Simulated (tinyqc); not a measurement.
Length of a molecular wire: coherent transport through a tight-binding bridge. Computed by the program tinyqc. 

A uniform bridge between two chains:
```
parameter                        value
site energy (eV)              4.110000
hopping in the bridge (eV)    1.260000
lead hopping (eV)             2.970000
couplings (eV)              0.66, 1.01
E (eV)                        0.440000
```

T = Gamma_L Gamma_R |G_1n|^2 with the self-energies of semi-infinite chains.

Transmission against length:
```
sites           T      ln T
2      2.1732e-03   -6.1316
3      3.4127e-04   -7.9828
4      5.3892e-05   -9.8285
5      8.5181e-06  -11.6733
6      1.3466e-06  -13.5180
7      2.1287e-07  -15.3626
8      3.3651e-08  -17.2072
9      5.3197e-09  -19.0518
10     8.4097e-10  -20.8965
```

E lies outside the band of the bridge (|E - e|/2h = 1.456 > 1), so T decays as exp(-beta n) with beta = 2 arccosh(1.456) = 1.8446 a site; the last two rows give 1.8446.
